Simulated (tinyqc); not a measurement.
# Floating body of a partially depleted SOI transistor: body voltage and kink, step by step

Program tinyqc, `OMP_NUM_THREADS=1 python tinyqc.py 2182171 2182172 out.jsonl`; Intel Xeon 2.30GHz, shared host, one thread, about 0.2 s. Printed values are rounded.

Source at 0 V. Channel current Ic = 2 nf K Vt^2 [F(0) - F(Vd)](1 + la Vd), F(V) = ln^2(1 + exp((Vg - VT - nf V)/(2 nf Vt))), VT = VT0 - gb Vb. Saturation voltage Vs = 2 Vt sqrt(F(0)) + 3 Vt, excess Ve = (Vd - Vs + sqrt((Vd - Vs)^2 + 0.0004 V^2))/2, multiplication M1 = Ai Ve exp(-Bl/Ve). Each junction passes D(v) = J1 (exp(v/Vt) - 1) + J2 (exp(v/(2 Vt)) - 1). Bipolar current Ib = bb J1 (exp(Vb/Vt) - 1). The body settles where M1 (Ic + Ib) = D(Vb) + D(Vb - Vd) + Vb/Rb; drain current Id = (1 + M1)(Ic + Ib) - D(Vb - Vd).

Values chosen for this exercise; values of the order met in partially depleted silicon-on-insulator transistors:
- T = 398 K (temperature)
- VT0 = 0.39 V (threshold at zero body voltage)
- gb = 0.22 (fall of the threshold per volt of body voltage)
- nf = 1.19 (slope factor)
- K = 190 uA/(V^2 um) (gain factor per width)
- la = 0.09 1/V (channel-length modulation factor)
- Ai = 2.82 1/V (impact-ionisation prefactor)
- Bl = 5.6 V (impact-ionisation voltage)
- J1 = 5.4e-9 uA/um (diffusion saturation current of each junction)
- J2 = 1.6e-6 uA/um (recombination saturation current of each junction)
- bb = 1 (gain of the lateral bipolar transistor on the diffusion current)
- Rb = 1e9 kohm um (resistance of a weak body tie to the source (1e9 stands for no tie, and the term is then dropped))
- Vg = 0.46 V (gate voltage)
- Vd = 2.3 V (drain voltage)

Constants: q = 1.602176634e-19 C, kB = 1.380649e-23 J/K, Vt = kB T/q. Results are converted to the units shown.

Range of the model: The multiplication law is an empirical form chosen for the exercise; self-heating and capacitive coupling to the body are left out, and the linear laws are rough once Vb passes about 0.7 V or M1 about 0.1.

## Starting value

Vb = 0.61 V.

Vb at the start = 0.61 V

## Iteration 1: new Vb

Current into the body I_in = M1 (Ic + Ib) - D(Vb - Vd), current out I_out = D(Vb) + Vb/Rb; f = ln(I_in/I_out), s = df/dVb by central differences over 1e-5 V, Vb(new) = Vb - f/s.

Ic = 4.27486 uA/um
Ve = 2.02016 V
M1 = 0.356242
I_in = 1.62484 uA/um
I_out = 0.297851 uA/um
f = 1.69657
s = -25.2670 1/V
Vb after iteration 1 = 0.677146 V

## Iteration 2: new Vb

As before.

Ic = 4.85087 uA/um
Ve = 2.00861 V
M1 = 0.348605
I_in = 2.39778 uA/um
I_out = 2.05835 uA/um
f = 0.152640
s = -19.3753 1/V
Vb after iteration 2 = 0.685024 V

## Course of the iteration

Stop when the step is below 1e-10 V, or after 40 iterations.

Course of the iteration:
```
iteration	Vb before the step (V)	step (V)
1	0.61	0.0671
2	0.677146	7.88e-3
3	0.685024	2.66e-4
4	0.685290	3.22e-7
5	0.685290	4.71e-13
```

Converged in 5 iterations.

## Drain current with floating and with grounded body

converged Vb = 0.685290 V

Id and VT at the converged Vb, Id at Vb = 0, their ratio, and the bipolar share Ib/(Ic + Ib).

VT = 0.239236 V
Id, floating = 10.1001 uA/um
Id, grounded = 1.33892 uA/um
ratio = 7.54349
bipolar share = 34.3021 %

The body rises to 0.685 V and lowers the threshold by 151 mV.
